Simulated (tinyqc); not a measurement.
Inside a calculation. Model: deep-level transient spectroscopy.

Computed by the program tinyqc: `OMP_NUM_THREADS=1 python tinyqc.py 2050127 2050128 out.jsonl`, one thread of a shared Intel Xeon 2.30GHz, about 0.01 s for the whole run. Printed values are rounded.

Schottky contact on an n-type layer with shallow donors Nd (all ionised) and a donor-like deep trap, neutral when filled and positive when empty; depletion approximation. Traps within lam of the depletion edge stay filled. A long pulse to Vp fills the traps beyond x1 = Wp - lam; back at Vr those between x1 and x2 = Wr - lam emit. A rate window reads S = C(t2) - C(t1).

Inputs (values chosen for the exercise); material values close to those of indium phosphide:
```
symbol    value   unit                                      meaning
eps_r      12.6                               relative permittivity
Nc      5.74e17  cm^-3   conduction-band density of states at 300 K
vth         4e7   cm/s                    thermal velocity at 300 K
Nd         1e16  cm^-3                        shallow donor density
Vbi         0.8      V                             built-in voltage
Et         0.22     eV  depth of the trap below the conduction edge
sn      6.2e-14   cm^2                        capture cross-section
Nt       4.3e14  cm^-3                                 trap density
Vr            4      V                                 reverse bias
Vp            0      V        reverse bias during the filling pulse
t1           10     ms                          first sampling time
t2           50     ms                         second sampling time
T           115      K                 temperature of the transient
F            28  kV/cm                            field at the trap
```

Constants: q = 1.602176634e-19 C, kB = 1.380649e-23 J/K, eps0 = 8.8541878128e-14 F/cm where lengths are in cm. Results are converted to the units shown.

## Emission rate and rate window

Emission rate en = sn vth(T) Nc(T) exp(-Et/kB T) = sn g T^2 exp(-Et/kB T), g = vth Nc/(300 K)^2, as vth goes as T^0.5 and Nc as T^1.5 (degeneracy factor 1). For an exponential transient S peaks where en = ew = ln(t2/t1)/(t2 - t1).

g = 2.55111e20 cm^-2 s^-1 K^-2
en = 47.7751 1/s
1/en = 20.9314 ms
ew = 40.2359 1/s

## Widths

lam = sqrt(2 eps0 eps_r (EF - ET)/(q Nd)), EF - ET = Et - (kB T/q) ln(Nc(T)/Nd), Nc(T) = Nc (T/300 K)^1.5. In the steady state at the band bending V, 2 eps0 eps_r V/q = Nd W^2 + Nt (W - lam)^2 (the second term only if W > lam). V = Vbi + Vr gives Wr and V = Vbi + Vp gives Wp; x1 = max(Wp - lam, 0).

lam = 164.419 nm
Wr = 806.678 nm
Wp = 331.970 nm
x1 = 167.551 nm
x2 = 642.259 nm
G = (x2^2 - x1^2)/Wr^2 = 0.590758

The rule Nt = 2 Nd |dC|/C assumes G = 1 and would understate Nt by a factor of about 1/G = 1.69 here (the limit of small Nt/Nd).

## The transient

t, sample 0 to 6 (ms): [0, 5, 10, 30, 50, 100, 250]

W(t)^2 = Wr^2 + (Nt/Nd)(x2^2 - x1^2) exp(-en t), C = eps0 eps_r/W; for small Nt, dC/C = -(Nt/2 Nd) G exp(-en t) with G = (x2^2 - x1^2)/Wr^2. S = C(t2) - C(t1).

C, sample 0 to 6 (nF/cm^2): [13.6575, 13.6936, 13.7222, 13.7882, 13.8138, 13.8284, 13.8299]
C - C(final), sample 0 to 6 (pF/cm^2): [-172.380, -136.291, -107.668, -41.710, -16.087, -1.478, -0.001]
S = 91.5808 pF/cm^2

## Step 1: peak temperature

T at the start = 300 K

Fixed-point step for en(T) = ew: T(new) = (Et q/kB)/ln(sn g T^2/ew), g = vth Nc/(300 K)^2.

T after step 1 = 105.107 K

## Course of the iteration for the peak temperature

Start from 300 K; stop when T changes by less than 1e-8 K.

Course of the iteration:
```
step    T (K)  change (K)
1     105.107         195
2     115.042        9.93
3     114.113       0.929
4     114.196      0.0828
5     114.189     7.41e-3
6     114.189     6.62e-4
7     114.189     5.93e-5
8     114.189     5.30e-6
9     114.189     4.74e-7
10    114.189     4.24e-8
11    114.189     3.79e-9
```

Converged in 11 steps; each multiplies the error by -2 kB T/Et = -0.089.

## Poole-Frenkel lowering

A Coulomb centre of charge +q (when empty) in the field F lowers its barrier by dE = sqrt(q F/(pi eps0 eps_r)) along the field. One-dimensional rate: en exp(b), b = dE/kB T; three-dimensional (Hartke): en {[1 + (b - 1) exp(b)]/b^2 + 1/2}.

dE = 35.7766 meV
b = 3.61018
rate, one-dimensional = 1766.38 1/s
rate, three-dimensional = 381.303 1/s

The one-dimensional form is 4.63 times the three-dimensional one, which counts the directions in which the barrier is lowered less or not at all.
